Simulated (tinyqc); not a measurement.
Small-signal admittance of a forward-biased p+-n diode: two steps of the calculation.

Holes injected into a neutral base of width wb with an ohmic contact at its end; low injection, p0 far above the equilibrium density. A small voltage v exp(i w t), w = 2 pi f, modulates the edge density by p0 v/Vt, and the small-signal density obeys Dp d2p/dx2 = (1/tau + i w) p.

Inputs (values chosen for the exercise); permittivity close to that of gallium arsenide:
```
symbol   value    unit                                   meaning
T          350       K                               temperature
eps_r     12.9                             relative permittivity
Nd      6.2e16   cm^-3                 donor density of the base
Dp          10  cm^2/s                hole diffusion coefficient
tau       3e-7       s                             hole lifetime
wb          28      um                 width of the neutral base
p0      3.3e13   cm^-3  excess hole density at the junction edge
Na        1e19   cm^-3           acceptor density of the p+ side
f        3.7e5      Hz                          signal frequency
```

Constants: q = 1.602176634e-19 C, kB = 1.380649e-23 J/K, Vt = kB T/q, eps0 = 8.8541878128e-14 F/cm where lengths are in cm. Results are converted to the units shown.

Task 1. Closed-form admittance. L = sqrt(Dp tau); direct current J = (q Dp p0/L) coth(wb/L); k = sqrt(1 + i w tau)/L; diffusion admittance Y = (q Dp p0/Vt) k coth(k wb) = G + i w C_diff; junction capacitance C_j = sqrt(q eps0 eps_r Nd/(2 Vr)) in the depletion approximation, with the remaining barrier Vr = Vt ln(Na/p0), a rough value under forward bias; base-width modulation is left out.

Find: L; J; k wb; Y; C_diff; C_j.

Result 1.

L = 17.32 um
J = 0.03303 A/cm^2
k wb = 1.703+0.535i
Y = 1.119+0.281i S/cm^2
C_diff = 0.1210 uF/cm^2
C_j = 0.1221 uF/cm^2

G is 1.02 times its low-frequency value J/Vt, and C_diff is 0.991 times C_j.

Task 2. The same by finite differences. 9 equal intervals, h = wb/9; u = small-signal density over its edge value, u_0 = 1, u_9 = 0; u_(i-1) + b u_i + u_(i+1) = 0 with b = -2 - h^2 (1/tau + i w)/Dp; Y = (q Dp p0/(Vt h)) (-b/2 - u_1), which includes the half box at the edge.

Wanted: b; u; Y on the mesh.

Result 2.

b = -2.0323-0.0225i
u, node 1 to 8: 0.81683-0.03943i  0.66089-0.06175i  0.52767-0.07119i  0.41308-0.07106i  0.31341-0.06392i  0.22530-0.05179i  0.14561-0.03627i  0.07144-0.01864i
Y on the mesh = 1.1230+0.2856i S/cm^2

Program tinyqc, `OMP_NUM_THREADS=1 python tinyqc.py 2890229 2890230 out.jsonl`; Intel Xeon 2.30GHz, shared host, one thread, about 0.01 s.
